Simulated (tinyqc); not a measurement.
Sub-threshold conduction and electro-thermal threshold of an amorphous chalcogenide: one step of the calculation.

Trap-limited conduction: I = I0 exp(-Ea/kB T) sinh(q V dz/(2 ua kB T)), I0 = 2 q A Nt dz/ta. One lumped temperature T = T0 + Rt I V. The threshold is the largest V for which a steady state exists on the low-current branch.

Question. Self-heating. I at the present T, then T(new) = T0 + Rt I V.

Values chosen for this exercise; values of the order of Ge-Sb-Te and related chalcogenides:

| symbol | value | unit | meaning |
|---|---|---|---|
| T0 | 300 | K | ambient temperature |
| A | 2900 | nm^2 | cross-section |
| ua | 33 | nm | amorphous thickness |
| dz | 5.1 | nm | distance between traps |
| Ea | 0.27 | eV | activation energy |
| Nt | 7.5e18 | cm^-3 | trap density |
| ta | 2e-14 | s | attempt time |
| Rt | 6.8 | K/uW | thermal resistance |
| V | 1.07 | V | voltage across the amorphous layer |

Constants: q = 1.602176634e-19 C, kB = 1.380649e-23 J/K. Results are converted to the units shown.

T after iteration 1 = 304.60332 K

Give: I; T after iteration 2.

Answer.

I = 0.7058 uA
T after iteration 2 = 305.1 K

Range of the model: Purely electronic switching mechanisms, filaments and series resistance are left out.

Program tinyqc, `OMP_NUM_THREADS=1 python tinyqc.py 2490122 2490123 out.jsonl`; Intel Xeon 2.30GHz, shared host, one thread, about 0.01 s.
